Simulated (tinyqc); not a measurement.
# Worked calculation: MOSFET in the linear regime without short-channel effects, parameter extraction from computed curves

Program tinyqc, `OMP_NUM_THREADS=1 python tinyqc.py 2210118 2210119 out.jsonl`; Intel Xeon 2.30GHz, shared host, one thread, about 0.01 s. Printed values are rounded.

Inversion charge Q = Cox n Vt W0(exp((Vg - VT)/(n Vt))), W0 the Lambert function and n = nf; u = Q/Cox; mobility mu = mu0/(1 + th1 u + th2 u^2); channel resistance Rch = (L - dL)/(W mu Q); Id = Vd/(Rch + Rsd/W). Cox = eps0 eox/tox. Small Vd, no channel-length or drain effects.

Values chosen for this exercise; channel values of the order met in silicon transistors: temperature T = 77 K; relative permittivity of the gate insulator (close to silicon dioxide) eox = 3.9; insulator thickness tox = 8 nm; low-field mobility mu0 = 150 cm^2/(V s); first mobility attenuation factor th1 = 0.25 1/V; second mobility attenuation factor th2 = 0.24 1/V^2; threshold voltage VT = 0.35 V; body factor nf = 1.18; gate width W = 1 um; drawn gate length L = 0.52 um; drawn less effective length dL = 0.019 um; source plus drain resistance Rsd = 520 ohm um; drain voltage Vd = 0.02 V.

Constants: q = 1.602176634e-19 C, kB = 1.380649e-23 J/K, Vt = kB T/q, eps0 = 8.8541878128e-14 F/cm where lengths are in cm. Results are converted to the units shown.

## Transfer curve

Vg, point 0 to 9 (V): 0.11  0.23  0.35  0.47  0.59  0.71  0.83  0.95  1.07  1.19

u, mu, Rch and Id as defined.

```
point         u (V)  mu (cm^2/(V s))    Rch (ohm)       Id (uA)
0      3.815422e-16              150  2.028059e19  9.861648e-16
1       1.728399e-9         150.0000  4.476917e12   4.467360e-9
2       0.004440567         149.8330   1.744491e6    0.01146125
3         0.1000518         145.9974     79459.25     0.2500649
4         0.2140954         140.9080     38474.36     0.5128946
5         0.3306914         135.2669     25947.76     0.7556363
6         0.4483088         129.2755     20027.23     0.9733673
7         0.5664770         123.0886     16646.17      1.165082
8         0.6849896         116.8354     14502.94      1.331297
9         0.8037379         110.6217     13054.49      1.473352
```

## Threshold and mobility at the peak transconductance

gm_i = (Id_(i+1) - Id_(i-1))/(Vg_(i+1) - Vg_(i-1)); at the point j of largest gm the tangent meets the axis at V_ext = Vg_j - Id_j/gm_j; field-effect mobility gm_j L/(W Cox Vd) with the drawn L.

gm, point 1 to 8 (uS): 0.04775520  1.041937  2.089306  2.106548  1.918636  1.706026  1.491374  1.284458
j = 4
V_ext = 0.3465236 V
field-effect mobility = 126.8882 cm^2/(V s)

V_ext is 3.5 mV below the model VT, and the mobility so found is 18 % below mu0 L/(L - dL) = 156 cm^2/(V s), the value for the drawn L; attenuation, series resistance and the slow approach of Q to a straight line all lower the peak gm.

## The Y function

Y_i = Id_i/sqrt(gm_i). For Id = beta Vd x/(1 + th x), x = Vg - VT, Y = sqrt(beta Vd) x whatever th. Slope s from points 5 and 8; VT_Y = Vg - Y/s at point 8; beta = s^2/Vd; mobility beta L/(W Cox) with the drawn L; th* = (beta Vd x/Id - 1)/x at point 8.

Y, point 1 to 8 (uA^0.5 V^0.5): 2.044281e-8  0.01122823  0.1730022  0.3533804  0.5455273  0.7452190  0.9540328  1.174668
s = 1.747613 uA^0.5 V^-0.5
VT_Y = 0.3978443 V
beta = 152.7075 uA/V^2
mobility from Y = 183.9672 cm^2/(V s)
th* = 0.8063659 1/V

The mobility from Y is 18 % above mu0 L/(L - dL) = 156 cm^2/(V s), which it should reach in deep inversion when th2 = 0. th* compares with th1 + mu0 Cox Rsd/(L - dL) = 0.317 1/V, since series resistance enters like th1. The match is poor here: at these overdrives Q is not yet a straight line in Vg and th2 bends Y.
